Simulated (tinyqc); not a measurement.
# Changing the confinement constant beta

Model: Raman line shape of confined optical phonons and breathing modes of small crystals. Computed by tinyqc, a small Python program. Command: `OMP_NUM_THREADS=1 python tinyqc.py 3017990 3017991 out.jsonl confine sweep`. One thread of a shared host (Intel(R) Xeon(R) Processor @ 2.30GHz), about 0.03 s of CPU time with the checks.

Confinement in 1 direction(s) lets phonons with q away from zero scatter light. q is in units of 2 pi/a, from 0 to 1, and the branch is isotropic: omega(q)^2 = (omega_0^2 + omega_X^2)/2 + ((omega_0^2 - omega_X^2)/2) cos(pi q). The model and its constant beta are phenomenological; beta = 8 is the common choice.

Inputs (values chosen for the exercise, modelled on diamond):

| quantity | value | unit |
|---|---|---|
| bulk frequency omega_0 | 1332 | 1/cm |
| frequency at the zone boundary omega_X | 1170 | 1/cm |
| natural width Gamma_0 | 1.7 | 1/cm |
| lattice constant a | 3.567 | angstrom |
| size L | 4.5 | nm |

Shape: film.

Method:
- Weight W(q) = q^0 exp(-(2 L q/a)^2/(2 beta)) dq, that is exp(-k^2 L^2/(2 beta pi^2)) for k = 2 pi q/a.
- Width q_c = a sqrt(2 beta)/(2 L), where the exponential falls to 1/e; curvature of the branch: omega(q) = omega_0 - c q^2, c = pi^2 (omega_0^2 - omega_X^2)/(8 omega_0); for small q_c the mean of q^2 is (number of confined directions) q_c^2/2, and the mean shift is -c times that.
- I(omega) = int W(q) / [(omega - omega(q))^2 + (Gamma_0/2)^2] dq / int W dq x (Gamma_0/2)^2, by 400 Gauss-Legendre points on 0 < q < min(1, 2.5 a sqrt(2 beta)/L).
- The peak is the maximum of I; the width is taken between the half-maximum points, and the asymmetry is the low-side half-width over the high-side one.

One run for each value:

| confinement constant beta | peak shift (1/cm) | full width (1/cm) | asymmetry | q_c (2 pi/a) |
|---|---|---|---|---|
| 1.0 | -0.26270 | 2.2340 | 1.3548 | 0.0560 |
| 1.5 | -0.30631 | 2.4576 | 1.5186 | 0.0686 |
| 2.0 | -0.33520 | 2.6451 | 1.6582 | 0.0793 |
| 3.0 | -0.37170 | 2.9475 | 1.8868 | 0.0971 |
| 4.0 | -0.39410 | 3.1858 | 2.0696 | 0.1121 |
| 6.0 | -0.42044 | 3.5460 | 2.3498 | 0.1373 |
| 8.0 | -0.43553 | 3.8108 | 2.5585 | 0.1585 |
| 12.0 | -0.45229 | 4.1824 | 2.8543 | 0.1942 |

Over the rows, peak shift (1/cm) falls from -0.263 to -0.452 (exponent d ln y / d ln x 0.38 between the first rows and 0.093 between the last); full width (1/cm) rises from 2.23 to 4.18 (exponent d ln y / d ln x between 0.23 and 0.27); asymmetry rises from 1.35 to 2.85 (exponent d ln y / d ln x between 0.27 and 0.32). Only L^2/beta enters, so a size read from a line shape is uncertain by the square root of the uncertainty in beta.

Extremes, crossings and ranges named in words are read from the listed rows.
